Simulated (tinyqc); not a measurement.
Ellipsometry and reflectance of a transparent film on an absorbing substrate: two steps of the calculation.

Air (index 1), film, substrate with N2 = n2 - i k2; time factor exp(+i w t). q_j = sqrt(N_j^2 - sin^2 th), root with positive real part. Fresnel coefficients r_s = (q_a - q_b)/(q_a + q_b), r_p = (N_b^2 q_a - N_a^2 q_b)/(N_b^2 q_a + N_a^2 q_b). tan(Psi) exp(i Delta) = R_p/R_s, Delta taken from 0 to 360 degrees.

Values chosen for this exercise; indices close to those of a porous low-k film on silicon: wavelength lam = 800 nm; angle of incidence th = 75 degrees; index of the transparent film n1 = 1.306; film thickness d = 15 nm; index of the substrate n2 = 3.692; extinction coefficient of the substrate k2 = 0.0065.

Task 1. Interface coefficients and thickness period. q0, q1, q2 and the coefficients r01 and r12 for p and s; the results repeat in d with the period lam/(2 q1).

Find: q0; q1; q2; r01,p; r01,s; r12,p; r12,s; period.

Result 1.

q0 = 0.2588
q1 = 0.8790
q2 = 3.563-0.007i
r01,p = -0.3314
r01,s = -0.5451
r12,p = 0.3269-0.0007i
r12,s = -0.6043+0.0006i
period = 455.1 nm

Task 2. Psi, Delta and reflectances. beta = 2 pi d q1/lam, X = exp(-2 i beta), R = (r01 + r12 X)/(1 + r01 r12 X) for p and s.

q1 = 0.87898993
r01,p = -0.33135812
r01,s = -0.54505712
r12,p = 0.32689786-0.00072844i
r12,s = -0.60427294+0.00059991i

Wanted: beta; X; R_p; R_s; Psi; Delta; |R_p|^2; |R_s|^2.

Result 2.

beta = 0.10355 rad
X = 0.97863-0.20563i
R_p = -0.014874-0.075609i
R_s = -0.86193+0.05006i
Psi = 5.1002 degrees
Delta = 82.195 degrees
|R_p|^2 = 0.0059380
|R_s|^2 = 0.74544

The bare substrate gives Psi = 0.3359 and Delta = 9.2759 degrees.

Numbers from tinyqc (`OMP_NUM_THREADS=1 python tinyqc.py 2870101 2870102 out.jsonl`; about 0.01 s on one thread of a shared Intel Xeon 2.30GHz).
